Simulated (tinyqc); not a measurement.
Bandgap voltage reference from two bipolar transistors: one step of the calculation.

Two transistors of area 1 and N carry the same current I. Is(T) = Is (T/T0)^eta exp[(Vg0 q/kB)(1/T0 - 1/T)], VBE1 = Vt ln(I/Is(T)) + I rb, VBE2 = Vt ln(I/(N Is(T))) + I rb/N. The amplifier forces I R1(T) = VBE1 - VBE2 + Vos, with R(T) = R (1 + tc (T - T0)) for both resistors, and the output is Vref = VBE1 + I R2(T). Base currents and the Early effect are neglected.

Problem. Operating point at the reference temperature. Vt = kB T/q; I = (Vt ln N + Vos)/(R1(T) - rb (1 - 1/N)). Evaluate at T = T0.

Inputs (values chosen for the exercise); values of the order met in silicon bipolar transistors: reference temperature T0 = 300 K; band-gap voltage extrapolated to 0 K Vg0 = 1.179 V; temperature exponent of the saturation current eta = 3.2; saturation current of the unit transistor at T0 Is = 1e-17 A; area ratio of the second transistor N = 24; resistor across which the difference of VBE falls, at T0 R1 = 5.1 kohm; temperature coefficient of both resistors tc = 0 ppm/K; offset of the amplifier Vos = 1.6 mV; series resistance of the unit transistor rb = 130 ohm; output resistor at T0 R2 = 29.14 kohm.

Constants: q = 1.602176634e-19 C, kB = 1.380649e-23 J/K. Results are converted to the units shown.

Find: Vt; I; Is(T); VBE1; I R2; Vref.

Solution.

Vt = 0.025852 V
I = 16.835 uA
Is(T) = 1.0000e-17 A
VBE1 = 0.72997 V
I R2 = 0.49056 V
Vref = 1.2205 V

Computed by the program tinyqc: `OMP_NUM_THREADS=1 python tinyqc.py 2062193 2062194 out.jsonl`, one thread of a shared Intel Xeon 2.30GHz, about 0.03 s for the whole run.
